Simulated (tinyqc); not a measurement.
Long-channel MOSFET, surface-potential model: course of the iteration: surface potential at the source by Newton steps.

n-channel transistor on a uniformly doped p-type body, gradual-channel approximation, constant mobility, Boltzmann statistics, full ionisation. Potentials are counted from the neutral body; V is the electron quasi-Fermi potential, Vsb at the source and Vsb + Vds at the drain. Charges are magnitudes per area.

With V = Vsb: G = psi - Vt + Vt e, e = exp((psi - 2 phiF - Vsb)/Vt); f = Vgs + Vsb - Vfb - psi - gamma sqrt(G); f' = -1 - gamma (1 + e)/(2 sqrt(G)); psi(new) = psi - f/f'.

Stop when psi changes by less than 1e-10 V, or after 40 iterations.

Parameters, values chosen for the exercise; material values those of a made-up semiconductor:
- T = 250 K (temperature)
- Vfb = -0.46 V (flat-band voltage)
- Vsb = 1 V (source-body reverse bias)
- Vgs = 1.31 V (gate-source voltage)

Constants: q = 1.602176634e-19 C, kB = 1.380649e-23 J/K, Vt = kB T/q. Results are converted to the units shown.

psi at the start (the smaller of 2 phiF + Vsb + 4 Vt and the root without inversion charge) = 2.21296 V
phiF = 0.563392 V
gamma = 0.239797 V^0.5

Course of the iteration:

| iteration | psi (V) | \|change\| (V) |
|---|---|---|
| 1 | 2.23821 | 0.0253 |
| 2 | 2.23239 | 5.82e-3 |
| 3 | 2.23185 | 5.38e-4 |
| 4 | 2.23184 | 4.22e-6 |
| 5 | 2.23184 | 2.57e-10 |
| 6 | 2.23184 | 0 |

Did this iteration meet its convergence test, and what does its course show?

Yes. Converged in 6 iterations. At the end the number of correct digits about doubles with each step.

Range of the model: The surface electron density at the source passes 0.3 Nc, where degeneracy, left out here, matters.

tinyqc, about 0.04 s, one thread, Intel Xeon 2.30GHz (shared host): `OMP_NUM_THREADS=1 python tinyqc.py 2360072 2360073 out.jsonl`
